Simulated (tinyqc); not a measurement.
Inside a calculation. Model: lateral field, substrate current, probability of reaching the oxide barrier and hot-carrier lifetime of a silicon transistor (pseudo-two-dimensional and lucky-electron models). Computed by tinyqc, a small Python program that keeps every step. Command: `OMP_NUM_THREADS=1 python tinyqc.py 3003835 3003836 out.jsonl hotcar walk`. One thread of a shared host (Intel(R) Xeon(R) Processor @ 2.30GHz), about 0.01 s of CPU time with the checks. Intermediate numbers are printed to about 6 digits and carried at full precision; extremes and crossings named in words are read from the listed rows.

Local-field models: a lucky carrier gains its energy at the peak field over a path free of collisions. Voltages are magnitudes.

Inputs (values chosen for the exercise, modelled on a silicon n-channel):
```
quantity                                value                      unit
channel length L                         1200                        nm
oxide thickness t                          26                        nm
junction depth x_j                        370                        nm
mobility mu                               330                cm^2/(V s)
saturation velocity v_s                  0.79                  1e7 cm/s
threshold voltage V_T                    0.78                         V
gate voltage V_G                          5.2                         V
drain voltage V_D                         7.6                         V
ionisation prefactor A_i              2.1e+06                      1/cm
ionisation field B_i                     1.74                     MV/cm
hot-carrier mean free path lambda           8                        nm
oxide barrier phi_b                       3.1                        eV
interface-trap threshold phi_it           3.8                        eV
lifetime constant H                      1000  s microampere/micrometre
length of the depleted extension L_n       90                        nm
```

Drain: lightly doped extension.

Constants: eps_0 = 8.8541878128e-12 F/m.

## Saturation point and current

C_ox = 3.9 eps_0/t; F_sat = 2 v_s/mu; V_Dsat = V_ov F_sat L/(V_ov + F_sat L), V_ov = V_G - V_T; I_D/W = C_ox v_s (V_ov - V_Dsat).

F_sat = 47.8788 kV/cm

V_Dsat = 2.49816 V

drain current I_D/W = 201.644 microampere/micrometre

## Peak lateral field

Scale length l = 0.22 t^(1/3) x_j^(1/2) (all in cm); F_m = sqrt(((V_D - V_Dsat)/l_e)^2 + F_sat^2), with l_e = l + L_n; length of the velocity-saturated region l_e ln((V_D - V_Dsat)/(l_e F_sat) + F_m/F_sat).

scale length l = 184.013 nm

peak field F_m = 192.247 kV/cm

velocity-saturated length = 566.488 nm

energy gained over one free path, e lambda F_m = 0.153798 eV

The field rises from F_sat to F_m as cosh(x/l_e), a factor 4.0, over 47 % of L.

## Hot-carrier currents and lifetime

Substrate current I_sub/I_D = (A_i/B_i)(V_D - V_Dsat) exp(-B_i/F_m); probability of reaching the oxide barrier exp(-phi_b/(e lambda F_m)); lifetime tau = (H/(I_D/W)) exp(phi_it/(e lambda F_m)).

I_sub/I_D = 7.22219e-04

substrate current I_sub/W = 0.145631 microampere/micrometre

probability of reaching phi_b = 1.76288e-09

lifetime tau = 2.66595e+11 s

exponent m = phi_it/(e lambda B_i) = 2.72989

Since both exponentials depend on 1/F_m, tau I_D scales about as (I_sub/I_D)^(-m) with m = 2.73, which lets I_sub serve as the monitor. The lifetime is 845 times ten years (3.156e8 s).

## Substrate current against gate voltage

The formulas are those given above.

At the given drain voltage:
```
V_G (V)  V_Dsat (V)  I_D/W (microampere/micrometre)  F_m (kV/cm)  I_sub/W (microampere/micrometre)      tau (s)
1.2         0.39139                           3.002      267.397                          0.038984  1.72718e+10
1.5         0.63982                           8.413      258.482                          0.084280  1.13731e+10
2.1         1.07339                          25.875      242.951                          0.158066  1.19713e+10
2.9         1.54859                          59.954      225.975                          0.198281  2.24432e+10
3.8         1.97951                         109.171      210.632                          0.191383  5.69845e+10
4.9         2.39941                         180.528      195.740                          0.156195  1.91623e+11
6.1         2.76227                         268.362      182.928                          0.115891  7.05316e+11
7.2         3.03201                         355.475      173.446                          0.086178  2.20180e+12
8.4         3.27564                         455.820      164.919                          0.062274  7.07548e+12
```

I_sub peaks at V_G = 2.9 V, 0.38 V_D: a higher gate voltage brings more carriers but raises V_Dsat and so lowers F_m. The shortest lifetime among the rows lies at V_G = 1.5 V, below that of the largest I_sub, since tau depends more steeply on the field.

## Extrapolating accelerated tests

V_10 solves tau = 3.156e8 s at the given V_G. The extrapolation fits ln(tau) against 1/V_D at 1, 1.08, 1.16 and 1.25 times the given V_D (rounded to 3 digits) by least squares and reads off the same tau.

Stress points:
```
V_D (V)  1/V_D (1/V)      tau (s)
7.60        0.131579  2.66595e+11
8.21        0.121803  2.19057e+10
8.82        0.113379  2.82015e+09
9.50        0.105263  4.26928e+08
```

ten-year drain voltage V_10 = 9.62183 V

V_10 from the 1/V_D extrapolation = 9.59295 V

The extrapolation is 29 mV below the true value.

Checks made by the program: voltage drop as the integral of F_sat cosh(x/l_e) over the saturated length (relative difference below 1e-10).
